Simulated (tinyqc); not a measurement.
Input admittance of a MOSFET at zero drain bias: distributed channel and distributed gate: one step of the calculation.

Source and drain grounded, strong inversion, w = 2 pi f, Cox = eps0 eox/tox. The channel is an RC line of resistance 1/(mu Cox Vo) per square fed from both ends, so one finger has the intrinsic admittance y = i w Cox L tanh(g)/g per width, g = (1/2) sqrt(i w tau), tau = L^2/(mu Vo). The vertical resistance rv/L is in series with y, the overlaps 2 i w Cov in parallel: y_t = 1/(1/y + rv/L) + 2 i w Cov. The gate strip is a line of Rsh/L per length loaded by y_t, so a finger has Y = y_t Wf tanh(k)/k, k = (Wf/sd) sqrt(y_t Rsh/L); the device has Nf Y.

Task. Low-frequency resistances and capacitance. Low-frequency limits, with c = Cox L and ct = c + 2 Cov: R_strip = Rsh Wf/(3 sd^2 L Nf), R_ch = (c/ct)^2 L/(12 mu Cox Vo Wf Nf), R_vert = (c/ct)^2 rv/(L Wf Nf), C = ct Wf Nf.

Parameters, values chosen for the exercise; values of the order met in silicon radio-frequency transistors: relative permittivity of the gate insulator (close to aluminium oxide) eox = 8.79; insulator thickness tox = 4.5 nm; channel length L = 0.54 um; finger width Wf = 0.82 um; number of fingers Nf = 32; channel mobility mu = 240 cm^2/(V s); gate overdrive Vo = 0.26 V; sheet resistance of the gate Rsh = 4.2 ohm/square; vertical resistivity of the gate stack rv = 1.9 ohm um^2; number of ends at which a finger is contacted sd = 1; overlap and fringe capacitance on each side Cov = 0.19 fF/um.

Constants: eps0 = 8.8541878128e-14 F/cm where lengths are in cm. Results are converted to the units shown.

Give: parts; sum; C; 1/(2 pi R C).

Result.

parts (ohm): strip 0.06644, channel 14.67, vertical 0.1238
sum = 14.86 ohm
C = 255.0 fF
1/(2 pi R C) = 41.99 GHz

The channel term is the largest, 98.7 % of the sum.

Computed by the program tinyqc: `OMP_NUM_THREADS=1 python tinyqc.py 2262033 2262034 out.jsonl`, one thread of a shared Intel Xeon 2.30GHz, about 0.01 s for the whole run.
